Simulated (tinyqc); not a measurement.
Tail absorption against field: Franz-Keldysh effect at a direct gap.

Parabolic bands, vertical transitions, no excitons. For each hole band j: mr = me mj/(me + mj); joint density of states J_j(E) = (mr/c)^(3/2) sqrt(E - Eg)/(2 pi^2), both spins, c = hbar^2/2m0; averaged matrix element |e.p|^2 = m0 Ep/6; alpha_j(E) = 4 pi^2 alpha_f c Ep J_j/(3 nr E) in 1/angstrom (alpha_f the fine-structure constant, listed as alpha among the constants), times 1e8 for 1/cm.

In a field Fd (1 kV/cm = 1e-5 V/angstrom) the electro-optic energy of band j is th = (c (e Fd)^2/mr)^(1/3), and sqrt(E - Eg) in J_j is replaced by pi sqrt(th) [Ai'(b)^2 - b Ai(b)^2] with b = (Eg - E)/th; Ai is the Airy function.

Constants: hbar^2/2m0 = 3.80998211 eV angstrom^2; fine-structure constant alpha = 0.007297352564.

Parameters, chosen for this exercise (near those of GaAs; not measured data): Eg = 1.414 eV (direct gap); me = 0.0644 m0 (electron mass); mhh = 0.481 m0 (heavy-hole mass); mlh = 0.0794 m0 (light-hole mass); Ep = 26.7 eV (Kane energy); nr = 3.62 (refractive index); det = 40 meV (detuning below the gap).

At E = Eg - det; the field takes the values listed. The last column is the length for 10 dB of loss.

Results:
```
Fd (kV/cm)  th heavy (meV)  b heavy  alpha (1/cm)  length (micrometre)
10                    8.75    4.569      0.000992             2.32e+07
20                   13.90    2.879         0.412             5.59e+04
40                   22.06    1.813          12.6             1.82e+03
60                   28.90    1.384          46.1                  499
100                  40.63    0.984           148                  155
150                  53.24    0.751           293                 78.7
250                  74.84    0.534           560                 41.1
400                 102.39    0.391           884                 26.0
```

alpha grows by 4.7 decades from 10 to 60 kV/cm and by a factor 1.58 over the last step, where the field grows by 1.6: the exponent (4/3) b^(3/2) goes as 1/Fd, so the gain is steep only while b > 1 (deep in the tail the light-hole pair, with its smaller b, carries most of it), that is up to 60 kV/cm of those listed. Values below about 10 1/cm lie under the Urbach and exciton tails of a real crystal, left out here.

(tinyqc, `OMP_NUM_THREADS=1 python tinyqc.py 1680297 1680298 out.jsonl`, Intel(R) Xeon(R) Processor @ 2.30GHz, 1 thread, shared host, about 0.01 s.)
